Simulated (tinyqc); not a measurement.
# Changing the ion energy E

Model: ion implantation: universal nuclear stopping, Lindhard-Scharff electronic stopping and a Gaussian range profile. Computed by tinyqc, a small Python program. Command: `OMP_NUM_THREADS=1 python tinyqc.py 3013228 3013229 out.jsonl implant sweep`. One thread of a shared host (Intel(R) Xeon(R) Processor @ 2.30GHz), about 0.2 s of CPU time with the checks.

An ion slows by elastic collisions with screened nuclei and by friction with electrons; channelling is ignored and the target is uniform.

Inputs (values chosen for the exercise, modelled on phosphorus ions in diamond): ion atomic number Z1 = 15; ion mass M1 = 31 u; target atomic number Z2 = 6; target mass M2 = 12.01 u; target density N = 176.3 1/nm^3; scale factor of electronic stopping k = 1.2; dose Q = 8.5e+12 1/cm^2; background C_B = 9.1e+16 1/cm^3; displacement energy E_d = 40 eV.

Method:
- Reduced energy eps = 32.53 M2 E/(Z1 Z2 (M1 + M2)(Z1^0.23 + Z2^0.23)), E in keV; s_n = ln(1 + 1.1383 eps)/(2 (eps + 0.01321 eps^0.21226 + 0.19593 eps^0.5)) for eps up to 30 and ln(eps)/(2 eps) above; S_n = 8.462 Z1 Z2 M1 s_n/((M1 + M2)(Z1^0.23 + Z2^0.23)) in 1e-15 eV cm^2.
- S_e = k 3.83 Z1^(7/6) Z2/(Z1^(2/3) + Z2^(2/3))^(3/2) sqrt(E/M1) in 1e-15 eV cm^2, E in keV.
- Path length R = int_0^E dE'/(N (S_n + S_e)); energy lost to nuclei nu = int_0^E S_n/(S_n + S_e) dE' (both with E' = E y^3 and 64 Gauss-Legendre points in y).
- Estimates of Lindhard type: R_p = R/(1 + M2/(3 M1)), straggle dR_p = (2/3) R_p sqrt(M1 M2)/(M1 + M2).
- C(x) = C_p exp(-(x - R_p)^2/(2 dR_p^2)) with C_p = Q/(sqrt(2 pi) dR_p), 1 nm = 1e-7 cm; the profile falls to the background at x_j = R_p + dR_p sqrt(2 ln(C_p/C_B)); the peak atomic fraction is C_p/N.
- Kinchin-Pease count with efficiency 0.8: N_d = 0.8 nu/(2 E_d), taking all of nu as damage energy (an upper estimate, as recoils also lose energy to electrons). Spread over a depth R_p + dR_p, displacements per atom = Q N_d/(N (R_p + dR_p)).

One run for each value; columns: (1) ion energy E (keV); (2) projected range R_p (nm); (3) peak concentration C_p (1/cm^3); (4) energy lost to nuclei nu (keV); (5) depth x_j where C falls to C_B (nm); (6) displacements per atom:
```
(1)     (2)         (3)     (4)     (5)        (6)
2      3.15  3.6021e+19    1.81    6.40  0.0021375
4      4.90  2.3123e+19    3.57    9.78  0.0027017
8      7.98  1.4203e+19    6.96   15.57  0.0032381
16    13.64  8.3116e+18   13.39   25.90  0.0036433
32    24.51  4.6260e+18   25.11   45.06  0.0038027
63    45.31  2.5025e+18   44.59   80.19  0.0036523
130   89.28  1.2699e+18   76.91  150.59  0.0031971
250  162.40  6.9815e+17  116.05  260.45  0.0026521
500  293.01  3.8695e+17  163.80  442.12  0.0020747
```

Describe and explain the trends.

Over the rows, projected range R_p (nm) rises from 3.15 to 293 (exponent d ln y / d ln x 0.64 between the first rows and 0.85 between the last); peak concentration C_p (1/cm^3) falls from 3.60e19 to 3.87e17 (exponent d ln y / d ln x -0.64 between the first rows and -0.85 between the last); energy lost to nuclei nu (keV) rises from 1.81 to 164 (exponent d ln y / d ln x 0.98 between the first rows and 0.50 between the last). The share of energy given to nuclei falls from 0.91 to 0.33 as electronic stopping grows. C_p is inverse to the straggle, which these estimates tie to R_p.

Caution (rows 250, 500): the estimates of R_p and dR_p assume mainly nuclear stopping and an ion not much lighter than the target; here they are rough, and for light ions in heavy targets the straggle can be low by a factor of two or more.

Extremes, crossings and ranges named in words are read from the listed rows.
